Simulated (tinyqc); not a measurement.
# Tunnelling through a gate dielectric with the two-band (Franz) dispersion, WKB transmission and Tsu-Esaki current: several studies

Electrons leave the emitter at x = 0. Energies E (motion across the layers) are in eV from the emitter Fermi level; the collector Fermi level lies at -V and offers states at every E. No charge in the dielectric and no image force: F1 = V/t1, U = phi1 - F1 x. With C = hbar^2/(2 m0), kappa = sqrt(m u (1 - u/Egx)/C), u = U - E where U > E and 0 elsewhere; T(E) = exp(-S), S = 2 times the integral of kappa over x.

Inputs (values chosen for the exercise); dielectric values close to those of silicon dioxide: temperature T = 300 K; Fermi energy of the emitter above its band bottom Ef = 0.47 eV; emitter mass in the supply function me = 0.52 m0; barrier of layer 1 above the emitter Fermi level at zero bias phi1 = 3.2 eV; tunnelling mass of layer 1 m1 = 0.5 m0; thickness of layer 1 t1 = 7.6 nm; gap parameter of the two-band dispersion, set freely Egx = 9.2 eV; voltage across the dielectric V = 3.9 V.

Constants: q = 1.602176634e-19 C, kB = 1.380649e-23 J/K, hbar = 1.054571817e-34 J s, m0 = 9.1093837015e-31 kg, Vt = kB T/q, hbar^2/(2 m0) = 0.0380998212 eV nm^2. Results are converted to the units shown.

Each table varies one quantity; the others keep the values above.

## Effect of the tunnelling mass m1

Each layer adds (2/F) sqrt(m/C) [G(u at its left edge) - G(u at its right edge)] to S, with u = U - E (0 where negative) and G(u) = Egx^1.5 (th - sin(4 th)/4)/4, th = arcsin sqrt(u/Egx). J = J0 times the integral of T(E) N(E) dE, N = ln[(1 + exp(-E/Vt))/(1 + exp((-E - V)/Vt))], J0 = q^2 me m0 kB T/(2 pi^2 hbar^3) (times 1e-4 for A/cm^2 per eV), from E = -Ef to far above the barrier (T = 1 there), by quadrature converged to the digits shown.

Result of one run:

| m1 (m0) | S at E = 0 | T(E = 0) | J (A/cm^2) | mean E of the current (eV) |
|---|---|---|---|---|
| 0.15 | 26.21 | 4.144e-12 | 3.087e-4 | -0.1390 |

What becomes of these results when the tunnelling mass of layer 1 m1 is changed from 0.15 to 0.2 m0, all else the same?

Result of the changed run:

| m1 (m0) | S at E = 0 | T(E = 0) | J (A/cm^2) | mean E of the current (eV) |
|---|---|---|---|---|
| 0.2 | 30.26 | 7.186e-14 | 4.286e-6 | -0.1168 |

The whole series:

| m1 (m0) | S at E = 0 | T(E = 0) | J (A/cm^2) | mean E of the current (eV) |
|---|---|---|---|---|
| 0.12 | 23.44 | 6.593e-11 | 0.005851 | -0.1554 |
| 0.15 | 26.21 | 4.144e-12 | 3.087e-4 | -0.1390 |
| 0.2 | 30.26 | 7.186e-14 | 4.286e-6 | -0.1168 |
| 0.25 | 33.84 | 2.019e-15 | 1.021e-7 | -0.09914 |
| 0.31 | 37.68 | 4.330e-17 | 1.886e-9 | -0.08174 |
| 0.4 | 42.80 | 2.584e-19 | 9.627e-12 | -0.06063 |
| 0.5 | 47.85 | 1.653e-21 | 5.515e-14 | -0.04129 |
| 0.63 | 53.71 | 4.706e-24 | 1.454e-16 | -0.01944 |

J falls from 0.00585 to 1.45e-16 A/cm^2. S goes as m1^(0.50): kappa is proportional to the square root of the mass.

## Current against voltage

Same model as above.

Current against voltage:

| V (V) | S at E = 0 | T(E = 0) | J (A/cm^2) | mean E of the current (eV) |
|---|---|---|---|---|
| 0.2 | 78.94 | 5.229e-35 | 8.584e-27 | -0.1998 |
| 1.05 | 75.60 | 1.468e-33 | 1.957e-25 | -0.1969 |
| 1.9 | 70.83 | 1.733e-31 | 1.454e-23 | -0.1556 |
| 2.75 | 63.89 | 1.786e-28 | 8.915e-21 | -0.09932 |
| 3.6 | 51.84 | 3.066e-23 | 9.650e-16 | -0.02646 |
| 4.45 | 41.94 | 6.121e-19 | 2.334e-11 | -0.06406 |
| 5.3 | 35.21 | 5.103e-16 | 2.437e-8 | -0.09273 |
| 6.15 | 30.34 | 6.628e-14 | 3.937e-6 | -0.1164 |
| 7 | 26.66 | 2.640e-12 | 1.915e-4 | -0.1364 |

What does the comparison show?

J rises from 8.58e-27 to 1.92e-4 A/cm^2, by 1.60 decades a volt between the first two rows and 1.98 between the last two. From V = 3.6 V on (among the rows) a band edge falls below the emitter Fermi level, so electrons at E = 0 no longer cross the full thickness.

## Two-band against parabolic dispersion

Same model as above.

The parabolic value uses G(u) = (2/3) u^1.5.

The same in every row: S at E = 0, parabolic = 53.881.

Two-band against parabolic dispersion:

| Egx (eV) | S at E = 0, two-band | ratio of the two T |
|---|---|---|
| 4.8 | 41.294 | 2.9279e5 |
| 6.4 | 44.885 | 8070.4 |
| 8 | 46.862 | 1117.5 |
| 9.6 | 48.122 | 317.12 |
| 11.2 | 48.996 | 132.27 |
| 12.8 | 49.639 | 69.524 |
| 14.4 | 50.133 | 42.459 |
| 16 | 50.523 | 28.742 |

S rises from 41.3 to 50.5 towards the parabolic 53.9. The factor 1 - u/Egx lowers kappa, so T exceeds the parabolic value by a factor of 2.93e5 in the first row and 28.7 in the last.

## Effect of the thickness t1 at fixed voltage

Same model as above.

Effect of the thickness t1 at fixed voltage:

| t1 (nm) | S at E = 0 | T(E = 0) | J (A/cm^2) | mean E of the current (eV) |
|---|---|---|---|---|
| 4.6 | 28.96 | 2.640e-13 | 1.684e-5 | -0.1237 |
| 5.61 | 35.32 | 4.569e-16 | 2.173e-8 | -0.09222 |
| 6.63 | 41.74 | 7.425e-19 | 2.846e-11 | -0.06483 |
| 7.64 | 48.10 | 1.285e-21 | 4.268e-14 | -0.04035 |
| 8.66 | 54.53 | 2.088e-24 | 6.412e-17 | -0.01637 |
| 9.67 | 60.88 | 3.614e-27 | 1.097e-19 | 0.008851 |
| 10.69 | 67.31 | 5.874e-30 | 1.898e-22 | 0.03906 |
| 11.7 | 73.67 | 1.017e-32 | 3.836e-25 | 0.07945 |

What does the comparison show?

J falls from 1.68e-5 to 3.84e-25 A/cm^2: 2.86 decades a nanometre between the first two rows and 2.67 between the last two. The exponent S alone gives dS/dt/ln 10 = 2.73 and 2.73.

Numbers from tinyqc (`OMP_NUM_THREADS=1 python tinyqc.py 2540082 2540083 out.jsonl`; about 0.02 s on one thread of a shared Intel Xeon 2.30GHz).
